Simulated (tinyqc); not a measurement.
Worked calculation: rigid-ion and shell models of the dielectric response of an ionic crystal. Computed by tinyqc, a small Python program that keeps every step. Command: `OMP_NUM_THREADS=1 python tinyqc.py 3025327 3025328 out.jsonl shell walk`. One thread of a shared host (Intel(R) Xeon(R) Processor @ 2.30GHz), about 0.01 s of CPU time with the checks. Intermediate numbers are printed to about 5 digits and carried at full precision; extremes and crossings named in words are read from the listed rows.

Charges +Z and -Z; 6 nearest neighbours, Madelung constant M = 1.747565, volume per ion pair Omega = 2.000000 d^3. Energy per pair U = -M Z^2 e2/d + 6 A exp(-d/rho), e2 = e^2/(4 pi eps_0). In the shell model the anion is a core of charge Y - Z and a massless shell of charge -Y, joined by the spring k; the repulsion acts on the shell. Each ion feels the Lorentz field E + (4 pi/3) P (Gaussian units).

Inputs (values chosen for the exercise, for a model crystal):
```
quantity                       value           unit
nearest-neighbour distance d    2.08       angstrom
ionic charge Z                     1              e
hardness d/rho                  8.15              -
cation mass                     63.4              u
anion mass                     35.45              u
shell charge size Y             2.97              e
core-shell spring k              218  eV/angstrom^2
cation polarisability alpha_+   0.23     angstrom^3
film thickness t                 1.7             nm
```

Structure: rock salt.

Constants: e^2/(4 pi eps_0) = 14.39964548 eV angstrom; 1 eV/angstrom^3 = 160.2176634 GPa; nu for 1 eV/(angstrom^2 u) = 15.6333042 THz; 1 THz = 33.35640952 1/cm; eps_0 = 8.8541878128e-12 F/m; h x 1 THz = 4.135667696 meV.

## Equilibrium, bulk modulus and repulsive spring

Zero pressure fixes 6 A exp(-d/rho) = M Z^2 e2 rho/d^2. Then U = -(M Z^2 e2/d)(1 - rho/d), B = M Z^2 e2 (d/rho - 2)/(9 Omega d), and the spring of one sublattice against the other is R = (1/3) x (Laplacian of the repulsion summed over neighbours) = M Z^2 e2 (d/rho - 2)/(3 d^3), so R = 3 B Omega/d^2.

volume Omega = 17.998 angstrom^3

lattice energy U = -10.614 eV/pair

bulk modulus B = 73.594 GPa

repulsive spring R = 5.7326 eV/angstrom^2

## Rigid ions

With C = 4 pi Z^2 e2/(3 Omega): mu lambda_TO = R - C, mu lambda_LO = R + 2 C; eps_inf = 1 and eps_s = lambda_LO/lambda_TO. lambda in eV/(angstrom^2 u) gives the wavenumber 15.6333042 x 33.35640952 x sqrt(lambda); mu is the reduced mass.

Coulomb spring C = 3.3514 eV/angstrom^2

omega_TO, rigid ions = 168.76 1/cm

omega_LO, rigid ions = 385.65 1/cm

eps_s, rigid ions = 5.2222

## Shell model: electronic response

Eliminating the shell gives the anion polarisability alpha_- = Y^2 e2/(k + R), the Szigeti charge Z_S = Z - Y R/(k + R) and the softened spring R' = k R/(k + R). With b = 4 pi (alpha_+ + alpha_-)/(3 Omega): eps_inf = (1 + 2b)/(1 - b) (Clausius-Mossotti); Born charge Z* = Z_S (eps_inf + 2)/3.

anion polarisability alpha_- = 0.56772 angstrom^3

Szigeti charge Z_S = 0.92390 e

softened spring R' = 5.5857 eV/angstrom^2

b = 0.18566

eps_inf = 1.6840

Born charge Z* = 1.1345 e

Overlap pushes the shell back and lowers the effective charge to 92 % of Z; the local field then raises the Born charge to 113 % of Z.

## Shell model: lattice response

mu lambda_TO = R' - (4 pi e2/(3 Omega)) Z_S^2/(1 - b); mu lambda_LO = mu lambda_TO + 4 pi e2 Z*^2/(eps_inf Omega); eps_s = eps_inf lambda_LO/lambda_TO.

mu lambda_TO = 2.0728 eV/angstrom^2

omega_TO = 157.45 1/cm

omega_LO = 341.62 1/cm

eps_s = 7.9275

share of R' left after the dipole term = 0.37109

The dipole field cancels 63 % of the short-range spring.

## As a gate dielectric

Capacitance per area eps_0 eps_s/t; equivalent oxide thickness EOT = t x 3.9/eps_s; the surface optical mode against silicon (eps = 11.7) lies at omega_TO sqrt[(eps_s + 11.7)/(eps_inf + 11.7)], and its squared coupling to channel electrons scales as g = hbar omega_SO [1/(11.7 + eps_inf) - 1/(11.7 + eps_s)], with hbar omega = h c x wavenumber.

capacitance per area = 41.289 fF/micrometre^2

equivalent oxide thickness = 0.83633 nm

surface optical mode = 190.67 1/cm

remote-phonon coupling g = 0.56186 meV

## From rigid to soft shells

The formulas are those given above.

Response against the core-shell spring:
```
k (eV/angstrom^2)  eps_inf      Z_S      Z*  omega_TO (1/cm)  omega_LO (1/cm)   eps_s
170                 1.8548  0.90312  1.1604           155.94           334.10  8.5136
220                 1.6787  0.92458  1.1337           157.50           341.87  7.9097
280                 1.5587  0.94041  1.1155           158.55           348.05  7.5117
390                 1.4413  0.95698  1.0977           159.57           354.96  7.1323
570                 1.3515  0.97043  1.0841           160.34           360.95  6.8486
870                 1.2869  0.98056  1.0743           160.90           365.70  6.6479
1700                1.2288  0.99002  1.0655           161.40           370.34  6.4697
6500                1.1850  0.99738  1.0589           161.77           374.10  6.3368
```

From the stiffest to the softest shell eps_inf rises from 1.18 to 1.85 and Z_S falls from 1.00 to 0.90; omega_LO moves by -11 % and omega_TO by -3.6 %. Screening by eps_inf cuts the LO frequency, which rigid ions overstate (rigid ions: 386 per cm); eps_s goes from 6.34 to 8.51.

Checks made by the program: TO spring by direct elimination of the shell from the 2 x 2 energy matrix (relative difference below 1e-10); Szigeti's relation mu lambda_TO (eps_s + 2)/(eps_inf + 2) = R' (relative difference below 1e-10).
